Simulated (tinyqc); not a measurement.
Tunnelling through a gate dielectric with the two-band (Franz) dispersion, WKB transmission and Tsu-Esaki current: two steps of the calculation.

Electrons leave the emitter at x = 0. Energies E (motion across the layers) are in eV from the emitter Fermi level; the collector Fermi level lies at -V and offers states at every E. No charge in the dielectric and no image force: F1 = V/t1, U = phi1 - F1 x. With C = hbar^2/(2 m0), kappa = sqrt(m u (1 - u/Egx)/C), u = U - E where U > E and 0 elsewhere; T(E) = exp(-S), S = 2 times the integral of kappa over x.

Parameters, values chosen for the exercise; dielectric values close to those of silicon dioxide:
- T = 77 K (temperature)
- Ef = 0.15 eV (Fermi energy of the emitter above its band bottom)
- me = 0.6 m0 (emitter mass in the supply function)
- phi1 = 3.15 eV (barrier of layer 1 above the emitter Fermi level at zero bias)
- m1 = 0.5 m0 (tunnelling mass of layer 1)
- t1 = 3.4 nm (thickness of layer 1)
- Egx = 7.6 eV (gap parameter of the two-band dispersion, set freely)
- V = 0.7 V (voltage across the dielectric)
- E = -0.13 eV (energy of the electron followed)
- nc = 7 (cells in each layer)
- Ea = -0.15 eV (lower end of the energy grid)
- Eb = 0.061 eV (upper end of the energy grid)
- nE = 11 (points of the energy grid)

Constants: q = 1.602176634e-19 C, kB = 1.380649e-23 J/K, hbar = 1.054571817e-34 J s, m0 = 9.1093837015e-31 kg, Vt = kB T/q, hbar^2/(2 m0) = 0.0380998212 eV nm^2. Results are converted to the units shown.

Question 1. WKB exponent by the midpoint rule. Cut each layer into nc equal cells, take U and kappa at the cell centres, and sum S = 2 sum kappa h.

Find: x; U; kappa; S; T(E).

Answer 1.

```
cell	x (nm)	U (eV)	kappa (1/nm)
0	0.243	3.100	4.937
1	0.729	3.000	4.915
2	1.214	2.900	4.890
3	1.700	2.800	4.861
4	2.186	2.700	4.828
5	2.671	2.600	4.791
6	3.157	2.500	4.751
```

S = 33.00
T(E) = 4.647e-15

Question 2. Current density on a coarse energy grid. Each layer adds (2/F) sqrt(m/C) [G(u at its left edge) - G(u at its right edge)] to S, with u = U - E (0 where negative) and G(u) = Egx^1.5 (th - sin(4 th)/4)/4, th = arcsin sqrt(u/Egx). The slope follows from 1/d = -dS/dE.

J = J0 times the integral of T(E) N(E) dE, N = ln[(1 + exp(-E/Vt))/(1 + exp((-E - V)/Vt))], J0 = q^2 me m0 kB T/(2 pi^2 hbar^3) (times 1e-4 for A/cm^2 per eV), by Simpson's rule on nE equally spaced points from Ea to Eb.

Find: E; T(E); N; T(E) N; J0; J.

Answer 2.

```
point	E (eV)	T(E)	N	T(E) N
0	-0.1500	4.462e-15	22.61	1.009e-13
1	-0.1289	4.663e-15	19.43	9.059e-14
2	-0.1078	4.879e-15	16.25	7.926e-14
3	-0.0867	5.110e-15	13.07	6.677e-14
4	-0.0656	5.359e-15	9.886	5.298e-14
5	-0.0445	5.626e-15	6.708	3.774e-14
6	-0.0234	5.913e-15	3.556	2.102e-14
7	-0.0023	6.222e-15	0.8814	5.484e-15
8	0.0188	6.555e-15	0.05715	3.747e-16
9	0.0399	6.914e-15	0.002443	1.689e-17
10	0.0610	7.302e-15	1.017e-4	7.427e-19
```

J0 = 6.443e7 A/(cm^2 eV)
J = 5.486e-7 A/cm^2

The integrand peaks at E = -0.150 eV among these points.

Numbers from tinyqc (`OMP_NUM_THREADS=1 python tinyqc.py 2540127 2540128 out.jsonl`; about 0.02 s on one thread of a shared Intel Xeon 2.30GHz).
